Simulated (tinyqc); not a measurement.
Landau-Devonshire theory of a uniaxial ferroelectric: one step, computed by the program tinyqc. Command: `OMP_NUM_THREADS=1 python tinyqc.py 3011871 3011872 out.jsonl ferro walk`. One thread of a shared host (Intel(R) Xeon(R) Processor @ 2.30GHz), about 0.01 s of CPU time with the checks.

G(P) = (alpha/2) P^2 + (beta*/4) P^4 + (gamma/6) P^6 - E P per volume, SI units, one domain, P along the polar axis, which is normal to the film.

Task: A capacitor with imperfect screening. Between shorted electrodes with screening length lambda each, the depolarising field is -k P, k = 2 lambda/(eps_0 (d + 2 lambda eps_b)), so alpha turns into alpha + k. Ps^2 = [-beta* + sqrt(beta*^2 - 4 alpha gamma)]/(2 gamma). The polar state is the lowest uniform state while alpha + k < 0 (beta* > 0) or < 3 beta*^2/(16 gamma) (beta* < 0); setting the equality gives the critical thickness d_c.

Inputs (values chosen for the exercise, modelled on lead titanate):
```
quantity                          value       unit
Curie-Weiss temperature T0          752          K
gamma                          1.62e+09  J m^9/C^6
temperature T                       555          K
film thickness d                    3.7         nm
screening length lambda          0.0035         nm
background permittivity eps_b        20          -
```

Sample: epitaxial film.

alpha = -3.941592e+08 J m/C^2

beta* = 2.156364e+08 J m^5/C^4

Constants: eps_0 = 8.8541878128e-12 F/m.

Give: depolarising coefficient k; polarisation of the film; size of the depolarising field; critical thickness d_c.

Result:

depolarising coefficient k = 2.059e+08 J m/C^2

polarisation of the film = 52.99 microcoulomb/cm^2

size of the depolarising field = 109.1 MV/m

critical thickness d_c = 1.866 nm
